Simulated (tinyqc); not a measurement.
Charge pumping in an n-channel transistor: one step of the calculation.

The gate is pulsed from accumulation to inversion and back. Energies E are counted from the intrinsic level; Dit(E) = D0 [1 + b (2 E/Eg)^2]. During each edge the traps near the bands emit their carriers, and those between Eh and Ee recombine once a cycle.

Problem. Emission levels. ni = sqrt(Nc Nv) exp(-Eg/(2 Vt)), Eg in volts; emission times te = (dV/Va) tf and th = (dV/Va) tr; Ee = -Vt ln(vth sn ni te), Eh = +Vt ln(vth sp ni th).

Values chosen for this exercise; band and dielectric values close to those of silicon: temperature T = 300 K; band gap Eg = 1.12 eV; conduction-band density of states at 300 K Nc = 2.84e19 cm^-3; valence-band density of states at 300 K Nv = 2.62e19 cm^-3; cross-section for electrons sn = 2.5e-15 cm^2; cross-section for holes sp = 2.2e-15 cm^2; thermal velocity at 300 K, one nominal value for electrons and holes vth = 1.6e7 cm/s; Vth - Vfb dV = 0.62 V; pulse height Va = 2.3 V; rise time tr = 120 ns; fall time tf = 930 ns.

Constants: q = 1.602176634e-19 C, kB = 1.380649e-23 J/K, Vt = kB T/q. Results are converted to the units shown.

Find: ni; te; th; Ee; Eh.

Solution.

ni = 1.0671e10 cm^-3
te = 250.70 ns
th = 32.348 ns
Ee = 0.23635 eV
Eh = -0.29260 eV

The window covers 47.2 % of the gap.

Range of the model: The Fermi levels of inversion and accumulation are taken to lie beyond Ee and Eh, the flat tops to fill all traps, and no geometric current is added.

Computed by the program tinyqc: `OMP_NUM_THREADS=1 python tinyqc.py 2030087 2030088 out.jsonl`, one thread of a shared Intel Xeon 2.30GHz, about 0.01 s for the whole run.
